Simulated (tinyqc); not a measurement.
Where the wafer is too thin: surface photovoltage measurement of the minority-carrier diffusion length in a wafer. Computed by tinyqc, a small Python program. Command: `OMP_NUM_THREADS=1 python tinyqc.py 3130393 3130394 out.jsonl spv walk`. One thread of a shared host (Intel(R) Xeon(R) Processor @ 2.30GHz), about 0.01 s of CPU time with the checks.

Low injection, steady light, a depletion layer much thinner than 1/alpha and L. The excess density dn is taken at the front edge of the neutral region; light that reaches the back is lost.

Inputs (values chosen for the exercise, modelled on p-type silicon at room temperature):
```
quantity                            value        unit
wafer thickness W                     625  micrometre
diffusivity D                        32.4      cm^2/s
front recombination velocity S_f    38000        cm/s
back recombination velocity S_b      4700        cm/s
photon flux entering              2.8e+12  1/(cm^2 s)
```

Method:
- alpha = (84.732/lambda - 76.417)^2 per cm with lambda in micrometre (an empirical fit for silicon between 0.7 and 1.05 micrometre).
- Thick wafer: dn = Phi L/((S_f + D/L)(L + 1/alpha)). Finite wafer, with s = S_b L/D, w = W/L, a = alpha L: dn = [Phi a/(a^2 - 1)] [a - B - exp(-alpha W)(a - s)/(cosh w + s sinh w)]/(S_f + B D/L), B = (sinh w + s cosh w)/(cosh w + s sinh w).
- Readings y = (Phi/dn) (1 + noise x g) at 780, 830, 880, 920, 950, 975 and 995 nm; a least-squares line y = c (1/alpha + L_app) gives L_app = intercept/slope.
- No noise; L is varied at fixed W, and the last two columns set S_b to 0 and to 1e7 cm/s.

Apparent length (micrometre):
```
L          W/L  given S_b  S_b = 0  S_b = 1e7
31.2    20.032      31.20     31.2      31.20
62.5    10.000      62.50     62.5      62.50
125.0    5.000     124.95    125.1     124.85
188.0    3.324     186.86    190.0     185.71
312.0    2.003     294.46    338.1     285.54
500.0    1.250     402.28    647.2     376.13
812.0    0.770     483.41   1396.4     438.24
1310.0   0.477     526.04   3034.8     468.95
2500.0   0.250     548.56   7352.9     484.66
```

With a fast back surface L_app levels off, at 485 micrometre in the last row; with a passive one it reaches up to 2.94 times L among these rows and is 7350 in the last. All three columns are within 5 % of L down to W/L = 3.3.

Extremes, crossings and ranges named in words are read from the listed rows.
